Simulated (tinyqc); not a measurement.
Strain-driven roughening and islands of a mismatched epitaxial film: one step, computed by the program tinyqc.

Film and substrate share isotropic elastic constants; the film is coherent and biaxially strained.

Task: Which shape at the volume V. Shallow faceted island (Tersoff form): E = 4 Gam V^(2/3) tan^(1/3)(theta) - 6 c V tan(theta), Gam = gamma [x/sin(theta) - 1/tan(theta)], x the facet energy over gamma, c = stress^2 (1 - nu)/(2 pi G). The two energies cross at V_x^(1/3) = 4 [Gam_2 t2^(1/3) - Gam_1 t1^(1/3)]/(6 c (t2 - t1)), t = tan(theta); mu = dE/dV.

Inputs (values chosen for the exercise, modelled on InAs on GaAs):
```
quantity                                     value     unit
shear modulus G                               30.4      GPa
Poisson ratio nu                              0.32        -
surface energy gamma                         0.672    J/m^2
contact angle of the shallow shape theta_1    13.5  degrees
contact angle of the steep shape theta_2      31.5  degrees
facet energy of shape 1 over gamma          0.9968        -
facet energy of shape 2 over gamma           1.027        -
island volume V                               2000     nm^3
```

stress = 8.415078 GPa

Gam of shape 2 = 0.2242491 J/m^2

Gam of shape 1 = 0.07032486 J/m^2

c = 0.2520993 GPa

Constants: e = 1.602176634e-19 C.

Give: E of shape 1; E of shape 2; crossing volume V_x; jump of mu at V_x, shape 2 less shape 1.

Result:

E of shape 1 = -4360 eV

E of shape 2 = -10816 eV

crossing volume V_x = 1.129 nm^3

jump of mu at V_x, shape 2 less shape 1 = -187.9 MJ/m^3

At V the steep shape is lower. At V_x the chemical potential drops, so islands that have turned steep grow at the cost of the shallow ones. Caution: a critical volume below 1 nm^3 holds fewer than a hundred atoms, so a continuum barrier there has no physical meaning. Caution: a crossing volume under 5 nm^3 is too small for these continuum energies. Caution: the shallow-slope form overstates the relaxation of facets steeper than about 25 degrees.
